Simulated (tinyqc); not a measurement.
p-type polysilicon, carrier trapping at grain boundaries: effect of the doping.

One-dimensional grains of size Lg, uniform ionised doping N, monovalent traps Qt at each boundary at a depth Et below (for electrons) or above (for holes) the band edge there, abrupt depletion of width W on each side of a boundary, Boltzmann statistics. xi is the distance from the band edge at the grain centre to the Fermi level. Trapped charge Qt/(1 + exp((xi + VB - Et)/Vt)) = 2 N W, barrier VB = q N W^2/(2 eps0 eps_r).

If the trap equation with xi = Vt ln(NB/N) has a root W < Lg/2, the grain is partly depleted; otherwise W = Lg/2 and the trap equation gives xi = Et - VB + Vt ln(Qt/(N Lg) - 1). N* = Qt/Lg. n0 = NB exp(-xi/Vt); mean density n0 (1 - 2 W/Lg) by charge balance in a partly depleted grain, and n0 (sqrt(pi)/2) erf(u)/u with u = sqrt(VB/Vt) in a fully depleted one; v = sqrt(kB T/(2 pi ms m0)); barrier resistivity Vt exp(VB/Vt)/(q fe n0 v Lg); grain resistivity (1 - 2 W/Lg)/(q n0 mug); effective mobility 1/(q mean density total resistivity). Rows with xi above 0.45 V, towards mid-gap, are left out, since the other carrier type is ignored.

Parameters, values chosen for the exercise; values of the order met in polycrystalline silicon:
- T = 250 K (temperature)
- eps_r = 11.7 (relative permittivity)
- NB = 2.02e19 cm^-3 (valence-band density of states at T)
- Lg = 23 nm (grain size)
- Qt = 8.5e11 cm^-2 (trap density of a grain boundary)
- Et = 0.34 eV (depth of the trap level from the majority band edge at the boundary)
- ms = 0.3 m0 (mass for thermionic emission)
- fe = 0.5 (correction factor of the emission rate)
- mug = 150 cm^2/(V s) (mobility inside the grains)

Constants: q = 1.602176634e-19 C, kB = 1.380649e-23 J/K, m0 = 9.1093837015e-31 kg, Vt = kB T/q, eps0 = 8.8541878128e-14 F/cm where lengths are in cm. Results are converted to the units shown.

Effect of the doping:
columns A: N (cm^-3); B: N/N*; C: depleted share 2 W/Lg; D: VB (V); E: xi (V); F: mean density (cm^-3); G: resistivity (ohm cm); H: effective mobility (cm^2/(V s))
```
A              B         C          D         E          F         G       H
1.8e16  0.048706    1.0000  0.0018408   0.40219  1.5325e11  1.8021e5  226.01
3.5e16  0.094706    1.0000  0.0035794   0.38505  3.3073e11     88196  213.98
6.7e16   0.18129    1.0000  0.0068520   0.36563  7.7715e11     41666  192.75
1.3e17   0.35176    1.0000   0.013295   0.33987  2.3523e12     17003  156.06
2.4e17   0.64941    1.0000   0.024544   0.30218  1.1801e13    4981.0  106.18
4.6e17    1.2447   0.80338   0.030363  0.081481  9.0444e16   0.24986  276.20
8.8e17    2.3812   0.41996   0.015872  0.067506  5.1044e17  0.089339  136.87
1.7e18    4.6000   0.21739  0.0082162  0.053321  1.3304e18  0.041619  112.72
3.2e18    8.6588   0.11549  0.0043649  0.039694  2.8304e18  0.021481  102.65
6.1e18    16.506  0.060584  0.0022898  0.025796  5.7304e18  0.011163  97.574
```

As N goes from 1.8e16 to 6.1e18, VB goes from 0.00184 through a maximum of 0.0304 (at N = 4.6e17 among the rows listed) to 0.00229 V, the resistivity falls from 1.80e5 to 0.0112 ohm cm and the effective mobility moves up and down between 97.6 and 276 cm^2/(V s). The steepest fall of the resistivity among the rows, as N^(-15.2), lies between N = 2.4e17 and 4.6e17 cm^-3; N* = 3.70e17 cm^-3. While the grain is fully depleted VB grows as N; once the traps are full it falls as 1/N. For N = 1.7e18, 3.2e18, 6.1e18 xi is under 2.5 Vt, where Boltzmann statistics begin to fail. For N = 1.8e16, 3.5e16, 6.7e16, 1.3e17, 8.8e17, 1.7e18, 3.2e18, 6.1e18 VB is below Vt, where abrupt depletion and thermionic emission are rough. For N = 4.6e17 the grain is near the changeover between partial and full depletion, within a few Debye lengths, where both limits are rough. For N = 1.8e16, 3.5e16, 6.7e16, 1.3e17, 4.6e17 the effective mobility exceeds mug, since drift through the depleted part of the grain is left out.

tinyqc, about 0.01 s, one thread, Intel Xeon 2.30GHz (shared host): `OMP_NUM_THREADS=1 python tinyqc.py 2830003 2830004 out.jsonl`
